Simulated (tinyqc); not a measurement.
# Rectangular fin or nanosheet with a gate all round, subbands and threshold shift from confinement: effects of single changes

Undoped body with a flat potential across it, hard walls, transport along x. Three valley pairs (g = 2 each) with the longitudinal mass along x, y or z. Non-parabolicity enters the subband edges through E (1 + al E) = gamma, so E = 2 gamma/(1 + sqrt(1 + 4 al gamma)); motion within a subband is taken as parabolic with the band-edge mass. Energies are counted from the bulk band edge.

Parameters, values chosen for the exercise; masses close to those of silicon:
```
symbol  value     unit                                                meaning
T         200        K                                            temperature
ml      0.917       m0                                      longitudinal mass
mt      0.191       m0                                        transverse mass
al        0.5     1/eV                                       non-parabolicity
t         2.5       nm                                        width (along y)
dl        0.3       nm  widening of the box by penetration into the insulator
Cg        2.5  uF/cm^2                 gate capacitance per area of interface
H         2.5       nm                                       height (along z)
```

Constants: q = 1.602176634e-19 C, kB = 1.380649e-23 J/K, hbar = 1.054571817e-34 J s, m0 = 9.1093837015e-31 kg, Vt = kB T/q, hbar^2/(2 m0) = 0.0380998212 eV nm^2. Results are converted to the units shown.

Each table varies one quantity; the others keep the values above.

## Confinement against the width

gamma = C pi^2 [a^2/(my (t + dl)^2) + b^2/(mz (H + dl)^2)], C = hbar^2/(2 m0). Each subband has N_k = g sqrt(2 mx m0 kB T/(pi hbar^2)); without degeneracy n = exp(EF/Vt) sum N_k exp(-E_k/Vt). Classical value Nc times t H, Nc = sum over valleys of 2 g (m m0 kB T/(2 pi hbar^2))^1.5 with m = (mx my mz)^(1/3). Threshold shift dVT = Vt ln(classical value/sum N_k exp(-E_k/Vt)). With degeneracy n = sum N_k F((EF - E_k)/Vt), F(x) = (1/sqrt(pi)) int_0^infinity u^(-1/2) du/(1 + exp(u - x)); gate: Vg = EF + q n/(Cg P), P = 2 (t + H), summed over the 60 lowest subbands at most, with Vg counted from the value that would put EF at the bulk band edge of an empty body. The last two columns are for Vg = 0.5 V; sensitivity d(dVT)/dt by central differences between 0.99 and 1.01 times the value.

Confinement against the width:
```
t (nm)  E_1 (meV)  gap to the next edge (meV)  dVT (mV)  sensitivity (mV/nm)  n/P (cm^-2)  share of the lowest subband (%)
2           287.3                       72.41     261.5               -46.52     3.167e12                            96.99
2.7         241.8                       20.47     216.7               -89.19     3.883e12                            67.87
3.6         167.7                       79.77     152.0               -51.62     4.571e12                            94.03
4.7         123.4                       115.5     112.5               -24.35     4.908e12                            96.64
6.3         93.16                       117.7     87.27               -9.826     5.041e12                            91.02
8.4         75.47                       70.26     74.27               -3.765     5.306e12                            70.13
11          65.57                       42.56     67.88               -1.591     5.442e12                            55.63
15          58.98                       23.56     63.75              -0.6741     5.572e12                            41.46
20          55.54                       13.49     61.39              -0.3307     5.657e12                            31.34
```

As t grows from 2 to 20 nm, E_1 falls from 287 to 55.5 meV and dVT falls from 261 to 61.4 mV. E_1 goes as t^(-0.57) at the thin end; a thickness error of 0.2 nm moves the threshold by 9.3 mV in the first row and 0.066 mV in the last. The charge per interface area rises from 3.17e12 to 5.66e12 cm^-2. For t = 2, 2.7 the body is too thin for bulk effective masses to be reliable. For t = 2.7, 3.6, 4.7, 6.3, 8.4, 11, 15, 20 the charge in the last two columns would bend the potential across the body by some 30 mV or more, which is left out.

## Charge and subband filling against gate voltage

Same model as above.

Each subband has N_k = g sqrt(2 mx m0 kB T/(pi hbar^2)). Cq = q dn/dEF.

Results:
```
Vg (V)  EF - E_1 (eV)  n (cm^-1)  n/P (cm^-2)  share of the lowest subband (%)  Cq/(Cg P)  total C/(Cg P)
0.12          -0.1477       1260      1.260e9                            49.94   0.004687        0.004665
0.24         -0.05006    3.503e5     3.503e11                            49.94      1.255          0.5565
0.37         -0.01806    1.879e6     1.879e12                            49.92      5.679          0.8503
0.49        -0.003497    3.525e6     3.525e12                            49.90      8.766          0.8976
0.62         0.008575    5.365e6     5.365e12                            49.87      10.58          0.9136
0.74          0.01865    7.080e6     7.080e12                            49.83      11.10          0.9173
0.87          0.02947    8.940e6     8.940e12                            49.74      10.83          0.9155
1.12          0.05191    1.249e7     1.249e13                            49.33      9.461          0.9044
```

Estimate the missing row, Vg = 0.99 V.

Computed row:
```
Vg (V)  EF - E_1 (eV)  n (cm^-1)  n/P (cm^-2)  share of the lowest subband (%)  Cq/(Cg P)  total C/(Cg P)
0.99          0.03988    1.065e7     1.065e13                            49.61      10.18          0.9106
```

With this row back in the table: EF passes E_1 = 0.268 eV at Vg = 0.525 V. The share of the lowest subband falls from 49.9 to 49.3 % and the total capacitance goes from 0.00466 through a maximum of 0.917 (at Vg = 0.74 V among the rows listed) to 0.904 of Cg P. Between the last two rows 9.3 % of the added gate voltage goes into raising EF. For Vg = 0.49, 0.62, 0.74, 0.87, 0.99, 1.12 the charge would bend the potential across the body by some 30 mV or more, which is left out.

Program tinyqc, `OMP_NUM_THREADS=1 python tinyqc.py 2350161 2350162 out.jsonl`; Intel Xeon 2.30GHz, shared host, one thread, about 0.3 s.
